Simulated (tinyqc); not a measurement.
Surface photovoltage measurement of the minority-carrier diffusion length in a wafer: one step, computed by the program tinyqc.

Low injection, steady light, a depletion layer much thinner than 1/alpha and L. The excess density dn is taken at the front edge of the neutral region; light that reaches the back is lost.

Problem. One wavelength. alpha = (84.732/lambda - 76.417)^2 per cm with lambda in micrometre (an empirical fit for silicon between 0.7 and 1.05 micrometre). Thick wafer: dn = Phi L/((S_f + D/L)(L + 1/alpha)). Finite wafer, with s = S_b L/D, w = W/L, a = alpha L: dn = [Phi a/(a^2 - 1)] [a - B - exp(-alpha W)(a - s)/(cosh w + s sinh w)]/(S_f + B D/L), B = (sinh w + s cosh w)/(cosh w + s sinh w). Photovoltage V = (k_B T/e) ln(1 + dn/n_0). Lifetime = L^2/D.

Inputs (values chosen for the exercise, modelled on p-type silicon at room temperature):
```
quantity                                             value        unit
diffusion length L                                     580  micrometre
wafer thickness W                                      775  micrometre
diffusivity D                                         27.7      cm^2/s
front recombination velocity S_f                      8300        cm/s
back recombination velocity S_b                     190000        cm/s
photon flux entering                               1.3e+13  1/(cm^2 s)
minority density at the surface barrier scale n_0  2.2e+09      1/cm^3
temperature T                                          298           K
wavelength                                             866          nm
```

Constants: k_B = 8.617333262e-05 eV/K.

Give: alpha; penetration depth 1/alpha; dn, thick wafer; B; dn, finite wafer; photovoltage V; lifetime.

Solution.

alpha = 459.1 1/cm

penetration depth 1/alpha = 21.78 micrometre

dn, thick wafer = 1.427e+09 1/cm^3

B = 1.148

dn, finite wafer = 1.408e+09 1/cm^3

photovoltage V = 12.70 mV

lifetime = 121.4 microsecond

Caution: dn is not small against n_0, so V is not linear in the flux; the constant-flux reading then needs dn, not V.
